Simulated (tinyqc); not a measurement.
Scattering of inversion-layer electrons by surface optical phonons of the gate insulator (remote phonon scattering). Changing the mean distance of the electrons z0 = 3/b. Computed by tinyqc, a small Python program. Command: `OMP_NUM_THREADS=1 python tinyqc.py 3112586 3112587 out.jsonl sophonon sweep`. One thread of a shared host (Intel(R) Xeon(R) Processor @ 2.30GHz), about 0.03 s of CPU time with the checks.

One subband with the Fang-Howard envelope; insulator and channel are half-spaces, the gate is far away, and an interlayer only moves the polar surface away by t (its own modes and its permittivity contrast are left out).

Inputs (values chosen for the exercise, modelled on HfO2 on germanium):
```
quantity,value,unit
static constant of the insulator eps_0s,21.8,-
intermediate constant eps_i,6.6,-
optical constant eps_inf,4.94,-
hbar omega_TO1,12.3,meV
hbar omega_TO2,48.7,meV
constant of the channel eps_s,16.2,-
in-plane mass m,0.116,m_0
valleys g_v,4,-
sheet density n,1.7e+12,1/cm^2
interlayer thickness t,0,nm
temperature T,350,K
electron energy E,59,meV
mobility from other processes,670,cm^2/(V s)
```

Screening by the channel electrons: static.

Constants: k_B = 8.617333262e-05 eV/K; hbar^2/(2 m_0) = 3.80998212 eV angstrom^2; e^2/(4 pi eps_0) = 14.39964548 eV angstrom; hbar = 6.582119569e-16 eV s; e = 1.602176634e-19 C; m_0 = 9.1093837015e-31 kg.

Method:
- eps(w) = eps_inf + (eps_0s - eps_i) w1^2/(w1^2 - w^2) + (eps_i - eps_inf) w2^2/(w2^2 - w^2). Surface modes solve eps(w) + eps_s = 0, a quadratic in w^2; the strength of a mode is g = 2/(w d eps/dw).
- Occupation N = 1/(exp(hbar w/(k_B T)) - 1).
- Density of states D = g_v m/(pi hbar^2); eta = E_F/(k_B T) = ln(exp(n/(D k_B T)) - 1); screening wave number q_s = e^2 D/(2 eps_0 eps_avg) x 1/(1 + exp(-eta)), eps_avg = (eps_s + eps_inf)/2; b = 3/z0.
- For a mode of strength g, without the occupation factor, Area x |M(q)|^2 = e^2 hbar w g/(2 eps_0 q) x (b/(b + q))^6 exp(-2 q t) / (1 + (q_s/q) H(q))^2, H = (1 + 9 x/8 + 3 x^2/8)/(1 + x)^3, x = q/b.
- Approximate momentum relaxation rate, taking tau v alike in the initial and final states: 1/tau = (m/(2 pi hbar^3)) sum over modes and over absorption (N, E' = E + hbar w) and emission (N + 1, E' = E - hbar w > 0) of [(1 - f(E'))/(1 - f(E))] int_0^(2 pi) Area |M(q)|^2 (1 - cos theta) d theta, q^2 = k^2 + k'^2 - 2 k k' cos theta, f the Fermi function; 48 midpoints in theta from 0 to pi.
- mu = (e/m) int tau E f (1 - f) dE/(k_B T int f dE), by 300 midpoints from 0 to (max(eta, 0) + 14) k_B T; Matthiessen sum with the other processes.

One run for each value:
```
mean distance of the electrons z0 = 3/b (nm),remote-phonon mobility (cm^2/(V s)),loss of mobility (%),tau at E (fs)
0.8,2.6486e+03,20.189,142.4
1.1,3.4920e+03,16.098,184.0
1.5,4.9520e+03,11.917,253.3
2.1,8.0225e+03,7.708,393.0
3.0,1.5168e+04,4.230,704.3
5.8,6.7223e+04,0.987,2896.7
8.0,1.5578e+05,0.428,6689.8
```

Give the missing row, mean distance of the electrons z0 = 3/b (nm) = 4.1.

Computed row; columns: (1) mean distance of the electrons z0 = 3/b (nm); (2) remote-phonon mobility (cm^2/(V s)); (3) loss of mobility (%); (4) tau at E (fs):
```
(1)         (2)    (3)     (4)
4.1  2.9344e+04  2.232  1304.4
```

Interpolating between the two neighbouring rows (the first column on a logarithmic scale, the others too where they are positive) misses most in tau at E (fs), by 5.5 %. Over the rows, remote-phonon mobility (cm^2/(V s)) rises from 2650 to 156000 (exponent d ln y / d ln x 0.87 between the first rows and 2.6 between the last); loss of mobility (%) falls from 20.2 to 0.428 (exponent d ln y / d ln x -0.71 between the first rows and -2.6 between the last); tau at E (fs) rises from 142 to 6690 (exponent d ln y / d ln x 0.80 between the first rows and 2.6 between the last).

Caution (all rows): a relaxation time is only an approximation for inelastic scattering, and static or no screening brackets the true dynamic screening only roughly.
